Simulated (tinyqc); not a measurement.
# Trap density from one capacitance

Inverse problem. Traps spread evenly through the insulator exchange electrons with the semiconductor by tunnelling, with tau(x) = t0 exp(2 ka x) at depth x from the interface. The admittance per area Y seen at depth x obeys dY/dx = -Y^2/(i w eps0 eox) + q Nb ln(1 + i w tau)/tau, with Y(0) = i w Cs and w = 2 pi f; the gate sees Y(tox) = G + i w C. Working variable y = Y/(i w), in uF/cm^2. Cox = eps0 eox/tox. Find Nb and G/w.

Parameters, values chosen for the exercise: relative permittivity of the insulator eox = 8.4; insulator thickness tox = 5.8 nm; semiconductor capacitance in accumulation Cs = 2.1 uF/cm^2; decay constant of the wave function in the insulator ka = 6.5 1/nm; time constant of a trap at the interface t0 = 4e-9 s; frequency f = 10000 Hz.

Constants: q = 1.602176634e-19 C, eps0 = 8.8541878128e-14 F/cm where lengths are in cm. Results are converted to the units shown.

C = 0.84609310 uF/cm^2

Answer. C rises steadily with Nb, so one density matches; in practice ka and t0 must come from the frequency dependence.

Nb = 2.700e19 cm^-3 eV^-1
G/w = 0.009309 uF/cm^2

Program tinyqc, `OMP_NUM_THREADS=1 python tinyqc.py 2202092 2202093 out.jsonl`; Intel Xeon 2.30GHz, shared host, one thread, about 0.4 s.
